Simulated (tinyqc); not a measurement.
Long-channel MOSFET, surface-potential model: output curve.

n-channel transistor on a uniformly doped p-type body, gradual-channel approximation, constant mobility, Boltzmann statistics, full ionisation. Potentials are counted from the neutral body; V is the electron quasi-Fermi potential, Vsb at the source and Vsb + Vds at the drain. Charges are magnitudes per area.

ni = sqrt(Nc Nv) exp(-Eg/(2 Vt)), Eg in volts; phiF = Vt ln(Na/ni); Cox = eps0 eox/tox; gamma = sqrt(2 q eps0 eps_r Na)/Cox. The surface potential psi at channel potential V solves Vgs + Vsb - Vfb - psi = gamma sqrt(G), G = psi - Vt + Vt exp((psi - 2 phiF - V)/Vt). Charge sheet: Qi = Cox gamma [sqrt(G) - sqrt(psi - Vt)]; I = mu (W/L) [integral of Qi dpsi from psi_0 to psi_L (drift) + Vt (Qi0 - QiL) (diffusion)], with psi_0 at V = Vsb and psi_L at V = Vsb + Vds. Pao-Sah: Qi(V) = (Cox gamma/2) integral from 3 Vt to psi of exp((u - 2 phiF - V)/Vt)/sqrt(G(u, V)) du, and I = mu (W/L) integral of Qi dV from Vsb to Vsb + Vds. Square law: VT = Vfb + 2 phiF + gamma sqrt(2 phiF + Vsb), m = 1 + gamma/(2 sqrt(2 phiF + Vsb)), I = mu Cox (W/L) [(Vgs - VT) v - m v^2/2] with v the smaller of Vds and (Vgs - VT)/m, and zero below VT.

Inputs (values chosen for the exercise); material values close to those of silicon:
- T = 300 K (temperature)
- Eg = 1.12 eV (band gap)
- eps_r = 11.5 (relative permittivity of the semiconductor)
- Nc = 2.85e19 cm^-3 (conduction-band density of states at T)
- Nv = 2.64e19 cm^-3 (valence-band density of states at T)
- Na = 7.1e17 cm^-3 (acceptor density of the body)
- eox = 25.9 (relative permittivity of the gate insulator)
- tox = 10 nm (insulator thickness)
- Vfb = -0.72 V (flat-band voltage)
- mu = 350 cm^2/(V s) (channel mobility)
- W = 2 um (gate width)
- L = 0.5 um (gate length)
- Vsb = 2 V (source-body reverse bias)
- Vgs = 0.87 V (gate-source voltage)

Constants: q = 1.602176634e-19 C, kB = 1.380649e-23 J/K, Vt = kB T/q, eps0 = 8.8541878128e-14 F/cm where lengths are in cm. Results are converted to the units shown.

Results:

| Vds (V) | psi_L (V) | QiL (nC/cm^2) | I, charge sheet (uA) | I, Pao-Sah (uA) | I, square law (uA) |
|---|---|---|---|---|---|
| 0.05 | 3.098 | 283.8 | 22.80 | 23.42 | 43.84 |
| 0.15 | 3.171 | 107.2 | 49.09 | 50.40 | 106.0 |
| 0.2 | 3.197 | 43.85 | 54.13 | 55.55 | 124.2 |
| 0.25 | 3.211 | 10.90 | 55.85 | 57.29 | 134.0 |
| 0.3 | 3.214 | 1.828 | 56.21 | 57.65 | 135.8 |
| 0.35 | 3.215 | 0.2712 | 56.27 | 57.71 | 135.8 |
| 0.4 | 3.215 | 0.03935 | 56.27 | 57.72 | 135.8 |
| 0.45 | 3.215 | 0.005691 | 56.28 | 57.72 | 135.8 |

Estimate the missing row, Vds = 0.1 V.

Computed row:

| Vds (V) | psi_L (V) | QiL (nC/cm^2) | I, charge sheet (uA) | I, Pao-Sah (uA) | I, square law (uA) |
|---|---|---|---|---|---|
| 0.1 | 3.137 | 190.1 | 38.97 | 40.03 | 79.15 |

With this row back in the table: The Pao-Sah current rises from 23.4 to 57.7 uA, while the charge at the drain end falls from 284 to 0.00569 nC/cm^2. The current first comes within 1 % of its last value at Vds = 0.25 V among the rows listed; the square law saturates at (Vgs - VT)/m = 0.282 V. Over the last two rows psi_L moves by less than 1 mV: the drain has lost hold of the surface potential, so the current no longer grows. In the last row the charge sheet is 2.5 % below Pao-Sah and the square law 2.35 times it. In every row the surface electron density at the source passes 0.3 Nc, where degeneracy and quantisation, left out here, matter.

Computed by the program tinyqc: `OMP_NUM_THREADS=1 python tinyqc.py 2360145 2360146 out.jsonl`, one thread of a shared Intel Xeon 2.30GHz, about 0.07 s for the whole run.
